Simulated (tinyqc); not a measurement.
# Worked calculation: signal and retention of a DRAM cell

Numbers from tinyqc (`OMP_NUM_THREADS=1 python tinyqc.py 2130120 2130121 out.jsonl`; about 0.01 s on one thread of a shared Intel Xeon 2.30GHz). Printed values are rounded.

A stored one starts at Vd and leaks: Cs dV/dt = -I(V), I = a sqrt((V + Vb)/(Vd + Vb)) + b, with a = Ig exp[-(Eg1 q/kB)(1/T - 1/T0)] (generation in a depletion layer) and b = Is exp[-(Es q/kB)(1/T - 1/T0)]. The bit line is precharged to Vd/2, and charge sharing gives the signal (V - Vd/2) Cs/(Cs + Cb).

Values chosen for this exercise:
```
symbol,value,unit,meaning
Vd,1.4,V,array voltage
Cs,28,fF,cell capacitance
Cb,30,fF,bit-line capacitance
dm,62,mV,smallest signal that the sense amplifier resolves
Vb,1.14,V,built-in plus back-bias voltage of the storage junction
Ig,0.68,fA,junction leakage at V = Vd and T0
Is,0.098,fA,voltage-independent leakage at T0
Es,0.38,eV,activation energy of Is
T0,358,K,reference temperature
T,328,K,temperature
sg,0.92,,deviation of ln(retention time) over the cells
Nc,4.29e9,,cells
tr,32,ms,refresh interval
Eg1,0.54,eV,activation energy of Ig
```

Constants: q = 1.602176634e-19 C, kB = 1.380649e-23 J/K. Results are converted to the units shown.

Range of the model: Real arrays also hold a tail of unusually leaky cells and cells whose retention varies in time, which this model lacks.

## Signal and margin

The cell fails below Vc = Vd/2 + dm (Cs + Cb)/Cs.

transfer ratio = 0.4827586
signal of a fresh one = 337.9310 mV
Vc = 0.8284286 V
charge that may be lost = 16.00400 fC
the same in electrons = 99889.11

## Retention time

With s = sqrt((Vc + Vb)/(Vd + Vb)), the time from Vd to Vc is t = [2 Cs (Vd + Vb)/a] [1 - s - (b/a) ln((a + b)/(a s + b))].

a = 0.1371555 fA
b = 0.03176464 fA
retention time = 99.55984 s
estimate with the current held at a + b = 94.74301 s

The constant-current estimate is 4.8 % below the true time, since the junction leaks less as V falls.

## Failing cells

This time is the median of a log-normal spread: failing cells = Nc erfc(z/sqrt 2)/2, z = ln(t/tr)/sg. One failure is expected at the interval where that count equals 1.

z = 8.742150
failing cells = 4.905936e-9
interval for one failure = 322.7382 ms

The weakest cell of the array lies about 6.23 deviations out, a factor of 308 below the median; the chosen interval is shorter than that time.
